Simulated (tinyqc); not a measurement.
# Worked calculation: lossy package transmission line with skin effect

Program tinyqc, `OMP_NUM_THREADS=1 python tinyqc.py 2810133 2810134 out.jsonl`; Intel Xeon 2.30GHz, shared host, one thread, about 0.01 s. Printed values are rounded.

A uniform line in a homogeneous dielectric: c = sqrt(er)/(c0 Z0), l = Z0 sqrt(er)/c0 (c0 = 299792458 m/s), g = w c td, w = 2 pi f. The resistance joins its limits as r = sqrt(r_dc^2 + r_hf^2), with r_dc = rho/(wd th), r_hf = kr rho/(2 delta (wd + th)), delta = sqrt(rho/(pi f mu0)), mu0 = 4 pi 1e-7 H/m; this is an interpolation, and internal inductance, up to 0.05 nH/mm at low frequency, is neglected.

Values chosen for this exercise: width of the strip wd = 69 um; thickness of the strip th = 12 um; resistivity rho = 1.8 uohm cm; relative permittivity er = 3.5; loss tangent td = 0.02; lossless impedance sqrt(l/c) Z0 = 60 ohm; factor for crowding and the return path kr = 2; length len = 2.4 mm; source resistance Rg = 50 ohm; load resistance RL = 1e5 ohm; load capacitance CL = 100 fF; frequency f = 1.1 GHz.

## Line constants

delta, r_dc, r_hf, r, l, c and g as defined.

delta = 2.03592 um
r_dc = 0.0217391 ohm/mm
r_hf = 0.109151 ohm/mm
r = 0.111295 ohm/mm
l = 0.374425 nH/mm
c = 104.007 pF/m
g = 0.0143769 S/m

r is 5.12 times r_dc; the skin depth is 0.170 of the thickness.

## Propagation constant and impedance

gamma = sqrt((r + i w l)(g + i w c)) = alpha + i beta, Zc = sqrt((r + i w l)/(g + i w c)), roots with positive real part; loss 8.685889638 alpha in dB; phase velocity w/beta.

gamma len = 0.003261+0.103520i
Zc = 60.0178-0.6897i ohm
loss = 0.0118013 dB/mm
phase velocity over c0 = 0.534487
r/(w l) = 0.0430068

r is below w l; the low-loss estimate 8.686 (r/(2 Z0) + g Z0/2) gives 0.0118 dB/mm.

## Reflection, input impedance and transfer

ZL = 1/(1/RL + i w CL); reflection (ZL - Zc)/(ZL + Zc); Zin = Zc (ZL + Zc tanh(gamma len))/(Zc + ZL tanh(gamma len)); H = V_load/V_source = [Zin/(Zin + Rg)]/[cosh(gamma len) + (Zc/ZL) sinh(gamma len)].

ZL = 20.93-1446.56i ohm
reflection at the load = 0.994425-0.082629i
Zin = 7.738-410.867i ohm
H = 0.992720-0.121082i
|H| = 6.65066e-4 dB
